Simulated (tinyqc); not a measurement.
Two-junction solar cell, detailed-balance limit: two steps of the calculation.

The top cell takes all photons above E1, the bottom cell those between E2 and E1. Each cell follows J = Jsc - J0 (exp(V/Vt) - 1) with J0 = q ge Phi(gap, T)/ERE; light emitted by one cell and absorbed by the other is left out. In series both carry one current; wired apart (four terminals) each works at its own maximum power point. Efficiencies are counted against Pin = fs X sigma Ts^4.

Values chosen for this exercise:
```
symbol    value  unit                                    meaning
T           320     K                           cell temperature
Ts         5800     K          temperature of the black-body sun
fs      2.16e-5        share of the hemisphere filled by the sun
X             1                                    concentration
ERE         0.1                    external radiative efficiency
ge            1                        number of faces that emit
E2         0.94    eV                     gap of the bottom cell
E1         1.45    eV                        gap of the top cell
```

Constants: q = 1.602176634e-19 C, kB = 1.380649e-23 J/K, h = 6.62607015e-34 J s, c = 299792458 m/s, Vt = kB T/q. Results are converted to the units shown.

Task 1. Photocurrents and dark currents. Photon flux above E from a black body at temperature T into a hemisphere: Phi(E, T) = A sum_k exp(-k E/th)[E^2 th/k + 2 E th^2/k^2 + 2 th^3/k^3], k = 1, 2, ..., with th = kB T/q in eV and A = 2 pi q^3/(h^3 c^2). J1 = q fs X Phi(E1, Ts), J2 = q fs X [Phi(E2, Ts) - Phi(E1, Ts)], J01 and J02 as above; sigma = 2 pi^5 kB^4/(15 h^3 c^2).

Find: J1; J2; J01; J02; Pin.

Result 1.

J1 = 38.855 mA/cm^2
J2 = 24.913 mA/cm^2
J01 = 1.3896e-16 mA/cm^2
J02 = 6.4196e-9 mA/cm^2
Pin = 138.60 mW/cm^2

The bottom cell limits the series current; the other has 56 % more.

Task 2. Maximum power, in series and apart. In series V(J) = Vt [ln((J1 - J)/J01 + 1) + ln((J2 - J)/J02 + 1)], and J V(J) is largest where V = J Vt [1/(J1 - J + J01) + 1/(J2 - J + J02)]. Apart, each cell has (1 + v) exp(v) = 1 + Jsc/J0 at its maximum power point, v = Vmp/Vt.

J1 = 38.854715 mA/cm^2
J2 = 24.913480 mA/cm^2
J01 = 1.3896022e-16 mA/cm^2
J02 = 6.4196107e-9 mA/cm^2
Pin = 138.60454 mW/cm^2

Wanted: series Jmp; series Vmp; series efficiency; top cell alone; bottom cell behind it.

Result 2.

series Jmp = 24.473 mA/cm^2
series Vmp = 1.5780 V
series efficiency = 27.861 %
top cell alone = 27.499 %
bottom cell behind it = 8.9859 %

Wired apart the cells give 36.48 %; the series connection loses 8.6 points of that.

tinyqc, about 0.01 s, one thread, Intel Xeon 2.30GHz (shared host): `OMP_NUM_THREADS=1 python tinyqc.py 2820024 2820025 out.jsonl`
